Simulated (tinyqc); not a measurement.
Minority-electron transport through the base of a bipolar transistor (Moll-Ross and Kroemer integrals): one step, computed by the program tinyqc.

Low injection, one dimension, x from the emitter edge (0) to the collector edge (W), s = x/W. Recombination is treated as a small correction (valid for tau_B well below tau_n), computed from the stored charge.

Question. Profile and built-in field. N(x) = N_0 (ratio)^(-s); n_i(x)^2 = n_i^2 exp(s dE_g/k_B T); D(x) = (k_B T/e) mu, mu = mu_min + (mu_max - mu_min)/(1 + (N/N_ref)^0.7). Field that drives electrons towards the collector, averaged over the base: (k_B T/e) ln[N_0 n_i(W)^2/(N(W) n_i^2)]/W.

Inputs (values chosen for the exercise, modelled on SiGe): base doping at the emitter edge N_0 = 8e+18 1/cm^3; base width W = 340 nm; mu_min = 200 cm^2/(V s); mu_max = 1130 cm^2/(V s); N_ref = 8.2e+16 1/cm^3; temperature T = 300 K; doping ratio N_0/N(W) = 19; gap narrowing across the base dE_g = 31 meV.

Base doping profile: exponential. Gap grading: linear. Exit of the base: infinite sink.

Constants: k_B = 8.617333262e-05 eV/K.

Give: Across the base; drift factor eta (potential drop in k_B T/e); mean built-in field.

Answer.

Across the base:
```
s    N (1/cm^3)  n_i(x)^2/n_i^2  D (cm^2/s)  y (s/cm^5)
0.0   8.000e+18           1.000        6.11   1.310e+18
0.2   4.440e+18           1.271        6.56   5.328e+17
0.4   2.464e+18           1.616        7.20   2.117e+17
0.6   1.367e+18           2.053        8.11   8.206e+16
0.8   7.587e+17           2.610        9.35   3.108e+16
1.0   4.211e+17           3.317       10.97   1.157e+16
```

drift factor eta (potential drop in k_B T/e) = 4.144

mean built-in field = 3.151 kV/cm
